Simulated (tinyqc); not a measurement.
# One-sided p+-n junction, ionisation integral and breakdown: effects of single changes

A p+ layer at x < 0 and an n drift layer from x = 0. Depletion approximation, built-in voltage neglected. Local ionisation coefficients alpha_n = an exp(-(bn/E)^mx), alpha_p = ap exp(-(bp/E)^mx). Electrons move towards +x, holes towards x = 0.

Values chosen for this exercise; material values close to those of gallium nitride: relative permittivity eps_r = 9.46; prefactor of the electron ionisation coefficient an = 2.97e8 1/cm; field constant for electrons bn = 3.43e7 V/cm; prefactor of the hole ionisation coefficient ap = 1.43e8 1/cm; field constant for holes bp = 1.99e7 V/cm; exponent mx = 1; electron mobility of the drift layer mu = 1030 cm^2/(V s); donor density of the drift layer N = 1.3e16 cm^-3.

Constants: q = 1.602176634e-19 C, eps0 = 8.8541878128e-14 F/cm where lengths are in cm. Results are converted to the units shown.

Each table varies one quantity; the others keep the values above.

## Multiplication against voltage

W = sqrt(2 eps0 eps_r V/(q N)), peak field E0 = q N W/(eps0 eps_r), falling linearly to 0 at W. G(x) = integral from 0 to x of (alpha_n - alpha_p); I_n = integral of alpha_n exp(-G) (electrons injected at x = 0), I_p = integral of alpha_p exp(G(end) - G) (holes injected at the far edge); M = 1/(1 - I). Integrals on a fine grid; BV is where I_n = 1. Here BV = 1304.66 V; the Miller exponent is n = ln(1 - 1/M)/ln(V/BV).

Multiplication against voltage:
```
V (V)	E0 (kV/cm)	I_n	I_p	M_n	M_p	Miller n, electrons	Miller n, holes
522	1.61e3	4.76e-6	0.0278	1.00	1.03	13.4	3.91
652	1.80e3	5.75e-5	0.119	1.00	1.14	14.1	3.06
783	1.97e3	4.04e-4	0.327	1.00	1.49	15.3	2.19
913	2.13e3	0.00215	0.619	1.00	2.62	17.2	1.35
1040	2.27e3	0.0109	0.860	1.01	7.12	19.9	0.667
1120	2.36e3	0.0334	0.945	1.03	18.3	22.3	0.369
1200	2.44e3	0.123	0.985	1.14	66.6	25.1	0.181
1250	2.49e3	0.313	0.995	1.46	211	27.2	0.111
1290	2.53e3	0.721	0.999	3.58	1.18e3	29.0	0.0752
```

What does the comparison show?

M_n rises from 1.000 to 3.58 and M_p from 1.029 to 1180; both diverge at BV. The Miller exponent for electrons rises from 13.4 to 29.0 and that for holes falls from 3.91 to 0.0752, so one exponent describes neither over the whole range. The larger multiplication belongs to holes, whose coefficient at the peak field of the last row is 142 times the other.

## Effect of the drift doping

Same model as above.

Specific on-resistance Ron = W/(q mu N) with constant mobility and full ionisation.

Effect of the drift doping:
```
N (cm^-3)	BV (V)	E0 at BV (kV/cm)	W at BV (um)	Ron (mohm cm^2)	BV^2/Ron (MW/cm^2)	eps0 eps_r mu E0^3/4 (MW/cm^2)
1.1e15	1.01e4	2.06e3	97.8	53.9	1.88e3	1.88e3
2.1e15	5.85e3	2.17e3	54.0	15.6	2.20e3	2.20e3
4e15	3.43e3	2.29e3	29.9	4.53	2.59e3	2.59e3
7.7e15	2.00e3	2.43e3	16.5	1.30	3.08e3	3.08e3
1.5e16	1.16e3	2.58e3	9.00	0.364	3.71e3	3.71e3
2.8e16	702	2.74e3	5.12	0.111	4.45e3	4.45e3
5.4e16	416	2.93e3	2.84	0.0319	5.44e3	5.44e3
1e17	256	3.13e3	1.64	0.00992	6.62e3	6.62e3
```

Read the table: what changes, and by how much?

BV falls from 10100 to 256 V while the critical field rises from 2060 to 3130 kV/cm. BV goes as N^(-0.84) between the first two rows and N^(-0.79) between the last two (a coefficient proportional to E^7 gives -0.75 without punch-through). Ron goes as BV^(2.34) over the table; the last two columns agree since BV = E0 W/2 and N = eps0 eps_r E0/(q W).

tinyqc, about 0.06 s, one thread, Intel Xeon 2.30GHz (shared host): `OMP_NUM_THREADS=1 python tinyqc.py 2120026 2120027 out.jsonl`
